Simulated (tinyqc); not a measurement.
Heavy and light holes: cyclotron masses of warped hole bands.

Parameters, chosen for this exercise (near those of Ge; not measured data):
- g1 = 13.36 (Luttinger gamma1)
- g2 = 4.24 (gamma2)
- g3 = 5.7 (gamma3)
- ths = (0, 10, 25, 35, 55, 70, 90) degrees (angles)

E = c k^2 f(n) with f = g1 -/+ 2 sqrt(g2^2 + 3 (g3^2 - g2^2)(nx^2 ny^2 + ny^2 nz^2 + nz^2 nx^2)). For the orbit through k = 0 perpendicular to b = (sin(theta)/sqrt2, sin(theta)/sqrt2, cos(theta)), mc is the mean of 1/f over the directions n in that plane (180 evenly spaced angles). Quantum effects of the lowest levels are left out.

Cyclotron masses (m0):
```
theta (degrees)   heavy   light
0                0.2825  0.0435
10               0.2901  0.0433
25               0.3268  0.0425
35               0.3575  0.0420
55               0.3824  0.0415
70               0.3786  0.0417
90               0.3758  0.0421
```

What can be read from this table?

The heavy mass varies by 35 % over the table, with its largest listed value at 55 degrees ([111] lies at 54.7) and its smallest at 0; the light mass varies by 4.9 %. The warping term enters both with the same size, but it is set against a small inverse mass in one and a large one in the other (along [111], g1 - 2 g3 = 1.96 and g1 + 2 g3 = 24.76).

tinyqc: `OMP_NUM_THREADS=1 python tinyqc.py 1252089 1252090 out.jsonl`; about 0.01 s, one thread, shared Intel(R) Xeon(R) Processor @ 2.30GHz.
